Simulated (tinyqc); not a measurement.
# Esaki diode in forward bias, two-band WKB: two studies

Abrupt p-n junction, depletion approximation. Energies E are counted from the conduction-band edge of the neutral n side; its Fermi level lies at dn, that of the p side at dn - V, and the valence-band edge of the neutral p side at Em = dn + dp - V. Tunnelling needs 0 < E < Em. Two-band dispersion with equal masses m: inside the gap kappa = sqrt(m u (1 - u/Eg)/C), u the distance from a band edge, C = hbar^2/(2 m0).

Inputs (values chosen for the exercise); band and dielectric values those of a made-up semiconductor: temperature T = 300 K; band gap Eg = 0.506 eV; relative permittivity eps_r = 13.8; conduction-band density of states at 300 K Nc = 1.06e19 cm^-3; valence-band density of states at 300 K Nv = 6.64e18 cm^-3; band-edge mass of the two-band model m = 0.15 m0; acceptor density Na = 3.2e19 cm^-3; donor density Nd = 1.3e19 cm^-3; bias of the p side V = 0.018 V.

Constants: q = 1.602176634e-19 C, kB = 1.380649e-23 J/K, hbar = 1.054571817e-34 J s, h = 6.62607015e-34 J s, m0 = 9.1093837015e-31 kg, Vt = kB T/q, eps0 = 8.8541878128e-14 F/cm where lengths are in cm, hbar^2/(2 m0) = 0.0380998212 eV nm^2. Results are converted to the units shown.

Each table varies one quantity; the others keep the values above.

## Exponent along the true band profile

Nd = Nc F12(dn/Vt), Na = Nv F12(dp/Vt), F12(x) = (2/sqrt(pi)) int_0^infinity sqrt(u)/(1 + exp(u - x)) du; dn = EF - Ec on the n side, dp = Ev - EF on the p side (negative outside the bands); Vbi = Eg + dn + dp. W = sqrt(2 eps0 eps_r (Vbi - V)(1/Na + 1/Nd)/q), mean field F = (Vbi - V)/W, peak field 2 F. In a uniform field F the exponent is S = pi sqrt(m/C) Eg^1.5/(4 F). Transverse energy Et = C kt^2/m raises it to S (1 + 4 Et/Eg), so T = exp(-S) exp(-Et/Eb) with Eb = Eg/(4 S). KJ = (2 q^2/h) m/(4 pi C) (times 1e14 for A/cm^2 per eV^2). Along the true parabolic profile the field at the point where the conduction edge stands at e = E + u is sqrt(2 q Nd e/(eps0 eps_r)) for e < a D and sqrt(2 q Na (D - e)/(eps0 eps_r)) above, D = Vbi - V, a = Na/(Na + Nd); S(E) = 2 int_0^Eg kappa(u) du/field.

Exponent along the true band profile:
```
E (eV)   S(E)  S(E)/S of the mean field
0.005   7.131                    0.7579
0.014   6.887                    0.7320
0.023   6.711                    0.7133
0.031   6.591                    0.7005
0.04    6.486                    0.6894
0.049   6.411                    0.6814
0.058   6.365                    0.6765
0.067   6.353                    0.6753
0.076   6.394                    0.6796
```

What does the table show?

S(E) goes from 7.13 through a minimum of 6.35 (at E = 0.067 eV among the rows listed) to 6.39. The mean field gives S = 9.41 and the peak field 4.70; the smallest S(E) is 0.68 of the mean-field value, so the mean field understates the best transmission by a factor of 21.2.

## Effect of the band gap with the mass tied to it

The mass follows the gap, m = 0.15 Eg/0.506 eV, as in a two-band model with a fixed matrix element; Nc, Nv and eps_r are held. J = KJ exp(-S) Eb times the integral from 0 to Em of [f(E - dn) - f(E - dn + V)] [1 - exp(-min(E, Em - E)/Eb)] dE, f(x) = 1/(1 + exp(x/Vt)), with S and Eb from the mean field; J > 0 flows from p to n.

Effect of the band gap with the mass tied to it:
```
Eg (eV)  Vbi (V)  mean field (MV/cm)      S  J (A/cm^2)  S at fixed m
0.25      0.3484              0.4475  3.060        6068         4.353
0.33      0.4284              0.4987  4.784        1312         5.923
0.4       0.4984              0.5396  6.496       269.6         7.306
0.47      0.5684              0.5776  8.379       45.64         8.694
0.54      0.6384              0.6132  10.42       6.503         10.08
0.61      0.7084              0.6469  12.60      0.7918         11.48
0.69      0.7884              0.6833  15.26     0.05976         13.07
0.76      0.8584              0.7137  17.73    0.005392         14.47
```

Read the table: what changes, and by how much?

S rises from 3.06 to 17.7, as Eg^(1.58), against Eg^(1.08) at fixed m; at a fixed field the powers would be 2 and 1.5, and the field grows with Vbi. |J| falls from 6070 to 0.00539 A/cm^2. Where S is below about 4, a WKB prefactor of 1 is a rough guess.

Range of the model: Parabolic densities of states, no band tails and no gap narrowing, all of which matter at such doping.

tinyqc, about 0.01 s, one thread, Intel Xeon 2.30GHz (shared host): `OMP_NUM_THREADS=1 python tinyqc.py 2620053 2620054 out.jsonl`
